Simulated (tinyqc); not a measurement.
On-chip power grid, static voltage drop by conjugate gradients: two steps of the calculation.

A grid of 4 rows and 4 columns, node k = 4 row + column. Neighbours in a row are joined by Rx, in a column by Ry; pad nodes, which reach the supply through Rp: 0, 12. Each node draws I0, node 0 draws kh I0. The drops u = Vdd - V solve G u = i, with G the conductance matrix (1/Rp added on the diagonal at pad nodes).

Values chosen for this exercise: supply voltage Vdd = 0.7 V; resistance of a horizontal segment Rx = 0.48 ohm; resistance of a vertical segment Ry = 0.66 ohm; resistance from a pad node to the supply Rp = 0.18 ohm; load current of an ordinary node I0 = 5.5 mA; factor on the load at the hot node kh = 8.

Question 1. Diagonal of G, loads and first direction. G_kk = sum of the conductances at node k. Start u = 0, so the residual is r = i; p = r.

Find: G_kk; r at the start; p at the start.

Answer 1.

G_kk (S):

|  | col 0 | col 1 | col 2 | col 3 |
|---|---|---|---|---|
| row 0 | 9.154 | 5.682 | 5.682 | 3.598 |
| row 1 | 5.114 | 7.197 | 7.197 | 5.114 |
| row 2 | 5.114 | 7.197 | 7.197 | 5.114 |
| row 3 | 9.154 | 5.682 | 5.682 | 3.598 |

r at the start (mA):

|  | col 0 | col 1 | col 2 | col 3 |
|---|---|---|---|---|
| row 0 | 44.00 | 5.500 | 5.500 | 5.500 |
| row 1 | 5.500 | 5.500 | 5.500 | 5.500 |
| row 2 | 5.500 | 5.500 | 5.500 | 5.500 |
| row 3 | 5.500 | 5.500 | 5.500 | 5.500 |

p at the start (mA):

|  | col 0 | col 1 | col 2 | col 3 |
|---|---|---|---|---|
| row 0 | 44.00 | 5.500 | 5.500 | 5.500 |
| row 1 | 5.500 | 5.500 | 5.500 | 5.500 |
| row 2 | 5.500 | 5.500 | 5.500 | 5.500 |
| row 3 | 5.500 | 5.500 | 5.500 | 5.500 |

Question 2. Worst drop, pad currents and power lost. Pad current u/Rp; worst drop as a share of Vdd; power lost in the grid and pads sum_k i_k u_k; power delivered sum_k i_k (Vdd - u_k).

converged u (mV):

|  | col 0 | col 1 | col 2 | col 3 |
|---|---|---|---|---|
| row 0 | 13.911981 | 24.003754 | 29.777060 | 32.493770 |
| row 1 | 22.006389 | 26.311645 | 30.349881 | 32.599245 |
| row 2 | 20.551069 | 25.356691 | 29.752399 | 32.167597 |
| row 3 | 8.858019 | 21.335368 | 28.248118 | 31.426846 |

Give: worst drop; share of Vdd; pad currents; power lost; power delivered.

Answer 2.

worst drop = 32.60 mV
share of Vdd = 4.657 %
pad currents (mA): node 0 77.29, node 12 49.21
power lost = 2.786 mW
power delivered = 85.76 mW

The pad currents add up to the total load, 126.5 mA. The worst drop is at node 7, not at the hot node.

Program tinyqc, `OMP_NUM_THREADS=1 python tinyqc.py 2770140 2770141 out.jsonl`; Intel Xeon 2.30GHz, shared host, one thread, about 0.3 s.
